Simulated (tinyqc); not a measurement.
Fermi-level pinning at a metal contact (Cowley-Sze model): one step of the calculation.

Interface states of density Ds lie behind a thin layer of thickness dl. Neglecting the depletion charge, the barrier for electrons is phi = S (pM - chi) + (1 - S) E0 with S = 1/(1 + q Ds dl/(eps0 ei)); the barrier for holes is Eg - phi.

Task. Barrier. Also the charge in the states, Ds (phi - E0), and the drop across the layer, pM - chi - phi.

Inputs (values chosen for the exercise); material values close to those of gallium arsenide:
```
symbol,value,unit,meaning
Eg,1.44,eV,band gap
chi,3.99,eV,electron affinity
Ds,5e13,cm^-2 eV^-1,density of interface states
E0,1.21,eV,depth of their neutrality level below the conduction edge
dl,0.57,nm,thickness of the interface layer
ei,3.7,,its relative permittivity
pM,5.08,eV,metal work function
```

Constants: q = 1.602176634e-19 C, eps0 = 8.8541878128e-14 F/cm where lengths are in cm. Results are converted to the units shown.

Find: S; phi; barrier for holes; charge in the states; drop across the layer.

Result.

S = 0.4177
phi = 1.160 eV
barrier for holes = 0.2801 eV
charge in the states = -2.506e12 cm^-2
drop across the layer = -0.06987 V

tinyqc, about 0.01 s, one thread, Intel Xeon 2.30GHz (shared host): `OMP_NUM_THREADS=1 python tinyqc.py 2430055 2430056 out.jsonl`
